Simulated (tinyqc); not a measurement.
Inside a calculation. Model: thin-film transistor with exponential tail and deep states, accumulation layer.

Program tinyqc, `OMP_NUM_THREADS=1 python tinyqc.py 2610004 2610005 out.jsonl`; Intel Xeon 2.30GHz, shared host, one thread, about 0.01 s. Printed values are rounded.

An undoped film in accumulation, thicker than the space-charge layer. With band bending psi the Fermi level lies E0 - psi below the band edge. Free electrons n = n0 exp(psi/Vt) carry the current; electrons in two exponential distributions of traps, a = a0 exp(psi/Va) and d = d0 exp(psi/Vp), do not. Linear regime, ohmic contacts, traps in equilibrium.

Parameters, values chosen for the exercise; values close to those of an organic semiconductor: temperature T = 290 K; relative permittivity of the semiconductor eps_r = 3.2; density of extended states Nc = 1e20 cm^-3; band mobility mb = 3.4 cm^2/(V s); total density of tail states Nt = 1.1e20 cm^-3; characteristic temperature of the tail Tt = 470 K; total density of deep states Nd = 3.6e17 cm^-3; characteristic temperature of the deep states Td = 1230 K; bulk Fermi level below the band edge E0 = 0.43 eV; gate capacitance Ci = 17 nF/cm^2; ratio W/L WL = 5; drain voltage Vd = 0.05 V; gate voltage above flat band Vg = 23 V.

Constants: q = 1.602176634e-19 C, kB = 1.380649e-23 J/K, Vt = kB T/q, eps0 = 8.8541878128e-14 F/cm where lengths are in cm. Results are converted to the units shown.

Range of the model: The th form assumes a Fermi level far below the band edge; at the surface it overcounts the filled tail by a factor of about 1.3.

## Bulk densities

Va = kB Tt/q, Vp = kB Td/q; n0 = Nc exp(-E0/Vt), a0 = Nt th(T/Tt) exp(-E0/Va), d0 = Nd th(T/Td) exp(-E0/Vp), th(x) = pi x/sin(pi x).

Va = 0.0405015 V
Vp = 0.105993 V
th(T/Tt) = 2.07723
n0 = 3.36686e12 cm^-3
a0 = 5.59778e15 cm^-3
d0 = 6.83743e15 cm^-3

## Iteration 1: surface potential by Newton steps

psi at the start = 0.33 V

Va = kB Tt/q, Vp = kB Td/q. G(psi) = sum over the three kinds of c0 [V (exp(psi/V) - 1) - psi], field F = sqrt(2 q G/(eps0 eps_r)); Vg = psi + eps0 eps_r F/Ci at the surface. f = psi + eps0 eps_r F/Ci - Vg, f' = 1 + q rho/(Ci F) with rho = sum c0 (exp(psi/V) - 1); psi(new) = psi - f/f'.

F = 974.953 kV/cm
f = -6.42075 V
f' = 207.053
psi after iteration 1 = 0.361010 V

## Iteration 2: surface potential by Newton steps

As before.

F = 1450.12 kV/cm
f = 1.52971 V
f' = 313.738
psi after iteration 2 = 0.356134 V

## Course of the iteration: surface potential by Newton steps

Stop when psi changes by less than 1e-10 V, or after 30 iterations. psi must stay between 0 and 5 V.

Course of the iteration:
```
iteration   psi (V)  |change| (V)
1          0.361010        0.0310
2          0.356134       4.88e-3
3          0.355965       1.69e-4
4          0.355965       1.95e-7
5          0.355965      2.58e-13
```

Converged in 5 iterations. At the end the number of correct digits about doubles with each step.

## Free and total charge, current

psi_s = 0.355965 V

Va = kB Tt/q, Vp = kB Td/q. G(psi) = sum over the three kinds of c0 [V (exp(psi/V) - 1) - psi], field F = sqrt(2 q G/(eps0 eps_r)); Vg = psi + eps0 eps_r F/Ci at the surface. Total charge Q = Ci (Vg - psi_s); free charge Qf = q times the integral of n0 (exp(psi/Vt) - 1)/F over psi from 0 to psi_s; I = (W/L) mb Qf Vd; effective mobility mb Qf/Q.

surface densities (cm^-3): free 5.16864e18, tail 3.67285e19, deep 1.96524e17
Q = 384.949 nC/cm^2
Qf = 22.2831 nC/cm^2
effective mobility = 0.196812 cm^2/(V s)
I = 18.9406 nA

5.79 % of the induced charge is free, against 12.3 % of the electrons right at the surface.
